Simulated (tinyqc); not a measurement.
# Cabrera-Mott growth of a thin oxide under its own electric field, step by step

A worked calculation. Computed by tinyqc, a small Python program that keeps every step. Command: `OMP_NUM_THREADS=1 python tinyqc.py 3009770 3009771 out.jsonl cabrera walk`. One thread of a shared host (Intel(R) Xeon(R) Processor @ 2.30GHz), about 0.01 s of CPU time with the checks. Intermediate numbers are printed to about 7 digits and carried at full precision; extremes and crossings named in words are read from the listed rows.

Electrons cross the film freely and set a fixed potential V across it; the field V/x lowers the barrier for ions entering the oxide.

Inputs (values chosen for the exercise, for a model metal):
```
quantity                     value        unit
barrier W                     1.21          eV
Mott potential V               1.3           V
ion charge number z              2           -
half jump distance b           1.1    angstrom
prefactor u0 = N Omega nu  2.4e+13  angstrom/s
temperature T                  450           K
starting thickness x0          3.2    angstrom
time t                      670000           s
```

Backward hops: kept.

Constants: k_B = 8.617333262e-05 eV/K.

## Scales

u = u0 exp(-W/(k_B T)), X1 = z b V/(k_B T) with V in volts and k_B T in eV; dx/dt = 2 u sinh(X1/x).

u = 0.6742294 angstrom/s

X1 = 73.75316 angstrom

## Field and rate at the start

Field E = V/x; the barrier is lowered by z b V/x.

field = 40.625 MV/cm

barrier lowering = 0.89375 eV

rate = 6.892347e+09 angstrom/s

## Thickness after time t

t(x) = int_(x0)^x dx / (dx/dt) by Gauss-Legendre quadrature (80 points on each side of (x0 + 2 x)/3), solved for x.

thickness x = 11544.62 angstrom

rate at time t = 0.008614732 angstrom/s

field at time t = 0.01126066 MV/cm

X1/x = 0.00639: the field is now weak. Caution: the starting field or rate is formal: the first layers form as fast as oxygen arrives. Caution: electrons tunnel only through a few nanometres, so beyond about 10 nm a fixed Mott potential is doubtful.

## Limiting thickness

Growth counts as stopped when u exp(X1/x) falls to 1e-5 angstrom/s: x_L = X1/ln(1e-5/u), defined while u is below that rate; the critical temperature is T_c = W/(k_B ln(u0/1e-5)).

Limiting thickness x_L: none: u exceeds the rate

critical temperature T_c = 331.7770 K

T is above T_c, so u exp(X1/x) never falls to that level.

## Growth over eight decades

Closed form for thin films (leading term of the integral): x solves (x^2/(u X1)) exp(-X1/x) = t.

Thickness:
```
t (s)     x (angstrom)  1/x (1/angstrom)  closed form (angstrom)
1.00e+00  3.052573e+01      3.275925e-02            2.726720e+01
1.00e+01  6.016244e+01      1.662166e-02            4.804409e+01
1.00e+02  1.519133e+02      6.582701e-03            1.014339e+02
1.00e+03  4.517160e+02      2.213780e-03            2.573508e+02
1.00e+04  1.412894e+03      7.077674e-04            7.411447e+02
1.00e+05  4.460931e+03      2.241684e-04            2.266523e+03
1.00e+06  1.410381e+04      7.090281e-05            7.088486e+03
1.00e+07  4.459905e+04      2.242200e-05            2.233630e+04
1.00e+08  1.410342e+05      7.090481e-06            7.055392e+04
```

Per decade of time the film gains 30 angstrom at first and 96000 at the end. The inverse-logarithmic law predicts -X1 d(1/x)/d ln t near 1; the rows give 0.52 at first and 0.00 at the end. The closed form misses by at most a factor 2.0, as it needs x well below X1 and above x0. In the last rows x grows as t^0.50, approaching the parabolic law x^2 = 4 u X1 t of weak fields. Caution: rows beyond about 10 nm exceed the range where electrons tunnel freely and hold a fixed Mott potential.

Checks made by the program: quadrature against adaptive integration (relative difference 1e-09).
